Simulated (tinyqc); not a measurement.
Comparisons within one model: type-II superlattice in the two-band Kane model. A value that a table varies takes the place of the one given here.

Motion along the axis, period d = a + b, c = hbar^2/2m0. Conduction and light-hole bands couple: (E - Ec)(E - Ev) = Ep c k^2 in each layer, with mass m(E) = (E - Ev)/Ep, which may be negative. The conduction envelope psi and psi'/m(E) are continuous; a layer carries them by [[cos kt, (m/k) sin kt], [-(k/m) sin kt, cos kt]] (cosh and sinh for k^2 < 0), and cos(q d) = tr(M_B M_A)/2. C1 is the first miniband above EvB, with its bottom at tr/2 = +1 and its top at -1; the gap is the bottom of C1 less the top heavy-hole level HH1.

Heavy holes are uncoupled: with e = EvB - E, p = sqrt(mhB e/c), w = sqrt(mhA (EvB - EvA - e)/c), the top level HH1 at q = 0 solves (p/mhB) tan(p b/2) = (w/mhA) tanh(w a/2).

Constants: hbar^2/2m0 = 3.80998211 eV angstrom^2; hc = 1239.841984 eV nm.

Values chosen for the exercise (near those of an InAs/GaSb superlattice; the results hold for these values, not for the real material):

| symbol | value | unit | meaning |
|---|---|---|---|
| b | 49 | angstrom | layer B |
| EcA | 0 | eV | conduction edge of A |
| EvA | -0.423 | eV | valence edge of A |
| EcB | 0.943 | eV | conduction edge of B |
| EvB | 0.136 | eV | valence edge of B |
| EpA | 14.5 | eV | coupling energy in A |
| EpB | 17.7 | eV | coupling energy in B |
| mhA | 0.35 | m0 | heavy hole in A |
| mhB | 0.25 | m0 | heavy hole in B |
| As | (18, 29, 34, 48, 54, 64, 76) | angstrom | widths of layer A |
| a | 33 | angstrom | layer A |

## Width of layer A

Bottom of C1 (tr/2 = +1, above EvB), HH1, the gap and hc/gap; widths at which C1 no longer starts above EvB are left out.

Results:

| a (angstrom) | C1 (eV) | HH1 (eV) | gap (meV) | cut-off (micrometre) |
|---|---|---|---|---|
| 18 | 0.5456 | 0.0967 | 448.9 | 2.76 |
| 29 | 0.3863 | 0.0961 | 290.2 | 4.27 |
| 34 | 0.3353 | 0.0961 | 239.2 | 5.18 |
| 48 | 0.2356 | 0.0961 | 139.5 | 8.89 |
| 54 | 0.2058 | 0.0961 | 109.7 | 11.30 |
| 64 | 0.1671 | 0.0961 | 71.0 | 17.47 |

From a = 18 to 64 angstrom C1 falls by 379 meV while HH1 moves by -0.6 meV, so layer A tunes the gap, from 449 to 71 meV. The cut-off shifts by 0.137 micrometre per angstrom at the thin end and 0.617 at the thick end: long wavelengths need tight control of the thickness.

## One band or two

Bottom of C1. One band: (k/mA) tan(k a/2) = (kappa/mB) tanh(kappa b/2) with the edge masses (Ec - Ev)/Ep and barrier EcB - EcA. Second row: mA replaced by m(E). The last column is measured against two bands.

Results:

| model | C1 (eV) | gap (meV) | error (meV) |
|---|---|---|---|
| one band, edge masses | 0.3236 | 227.5 | -21.1 |
| m(E) in A only | 0.2836 | 187.5 | -61.1 |
| two bands | 0.3447 | 248.6 | 0.0 |

mA = 0.0292 m0
mB = 0.0456 m0

With edge masses C1 errs by -21 meV, 8 % of the gap. The heavier m(E) in A changes it by -40 meV; the treatment of B changes it by +61 meV, since C1 lies 209 meV above the valence edge of B, where its mass is 0.0118 instead of 0.0456.

## What each parameter does

Bottom and width of C1, HH1 and the gap. Each row changes one parameter from the base and keeps the others.

Results:

| case | C1 (eV) | width (meV) | HH1 (eV) | gap (meV) |
|---|---|---|---|---|
| base | 0.3447 | 42.7 | 0.0961 | 248.6 |
| a = 30 angstrom | 0.3752 | 45.5 | 0.0961 | 279.1 |
| b = 46 angstrom | 0.3411 | 48.9 | 0.0919 | 249.2 |
| EvB = 0.116 eV | 0.3423 | 40.2 | 0.0764 | 265.9 |
| EcB = 0.993 eV | 0.3510 | 38.3 | 0.0961 | 254.9 |
| EvA = -0.453 eV | 0.3406 | 42.0 | 0.0957 | 244.9 |
| EpA = 15.7 eV | 0.3529 | 44.6 | 0.0961 | 256.8 |
| mhB = 0.29 m0 | 0.3447 | 42.7 | 0.0997 | 245.0 |

The largest shifts from the base row, up to three for each result and ties (the steps differ in size, so this ranks the rows, not the parameters). C1 (eV): a +0.0305, EpA +0.0082, EcB +0.0063; unchanged at the printed digits by mhB. width (meV): b +6.3, EcB -4.4, a +2.8; unchanged at the printed digits by mhB. HH1 (eV): EvB -0.0197, b -0.0042, mhB +0.0036; unchanged at the printed digits by a, EcB and EpA. gap (meV): a +30.5, EvB +17.3, EpA +8.2.

(tinyqc, `OMP_NUM_THREADS=1 python tinyqc.py 1252683 1252684 out.jsonl`, Intel(R) Xeon(R) Processor @ 2.30GHz, 1 thread, shared host, about 0.06 s.)
